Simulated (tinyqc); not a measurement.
Inside a calculation: core-shell quantum dot (spherical envelope functions). Values are carried at full precision from step to step, so a last printed digit may differ when a step is redone from the rounded ones.

Parabolic bands; strain and other valleys are left out. s states, u = r psi, hard wall at R + H, c = hbar^2/2m0, energies from the band edges of the core. Core: u = sin(k1 r)/k1, k1 = sqrt(m1 E/c). At R, psi and psi'/m are continuous, so u is continuous and its slope in the shell is s = u/R + (m2/m1)(u' - u/R). Shell: u(R + x) = u(R) cos(k2 x) + s sin(k2 x)/k2, k2 = sqrt(m2 (E - V)/c); for negative arguments the functions turn into sinh and cosh. A level has u(R + H) = 0.

Constants: hbar^2/2m0 = 3.80998211 eV angstrom^2; e^2/(4 pi eps0) = 14.39964547 eV angstrom; hc = 1239.841984 eV nm.

Parameters, chosen for this exercise (near those of an InAs/InP core-shell dot; the results hold for these values, not for the real material):

| symbol | value | unit | meaning |
|---|---|---|---|
| R | 24 | angstrom | core radius |
| H | 14 | angstrom | shell thickness |
| Vc | 0.52 | eV | conduction edge of the shell above that of the core |
| me1 | 0.031 | m0 | electron, core |
| me2 | 0.081 | m0 | electron, shell |
| E | 0.495 | eV | trial energy of the electron |
| Vv | 0.415 | eV | hole barrier of the shell |
| mh1 | 0.339 | m0 | hole, core |
| mh2 | 0.494 | m0 | hole, shell |
| Eg | 0.425 | eV | gap of the core |
| eps | 12.6 |  | dielectric constant |

## Shooting at a trial energy

Carry the electron solution outwards.

k1^2 = 0.0040276 1/angstrom^2
k2^2 = -0.00053150 1/angstrom^2
u(R) = 15.739 angstrom
s = -0.9332
u(R + H) = 3.273 angstrom

u(R + H) is positive: no node yet, so the lowest level lies above the trial energy.

## Ground states

Find the lowest root for electron and hole, and the share of u^2 inside the core.

Levels:

| carrier | E (eV) | share in the core |
|---|---|---|
| electron | 0.5365 | 0.720 |
| hole | 0.1170 | 0.935 |

The core holds 25 % of the volume. Both carriers sit mainly in the core, as the type I line-up favours.

## Overlap and Coulomb integrals

Overlap = (integral of u_e u_h)^2 with normalised u. Coulomb integrals J_ab = (q/eps) double integral of u_a(r)^2 u_b(s)^2/max(r, s), q = e^2/(4 pi eps0), one eps everywhere. Exciton E = Eg + E_e + E_h - J_eh; first-order biexciton shift J_ee + J_hh - 2 J_eh (positive: repulsive).

Integrate numerically.

overlap = 0.866

J_eh, J_ee, J_hh (meV): 57.0  51.5  66.2

## Exciton and biexciton

Give E, the wavelength hc/E and the biexciton shift.

E = 1.022 eV
wavelength = 1214 nm
biexciton shift = 4 meV

At first order the shift is the Coulomb integral of the net charge density with itself and cannot be negative; correlation, left out here, lowers it, and may reverse a shift as small as this.

## Checks

- Level without offset and mass step against c (pi/(R + H))^2/m, eV: both 0.8400.
- J_ee in that case against 1.786 q/(eps (R + H)), meV: both 53.7.

(tinyqc, `OMP_NUM_THREADS=1 python tinyqc.py 1252370 1252371 out.jsonl`, Intel(R) Xeon(R) Processor @ 2.30GHz, 1 thread, shared host, about 0.07 s.)
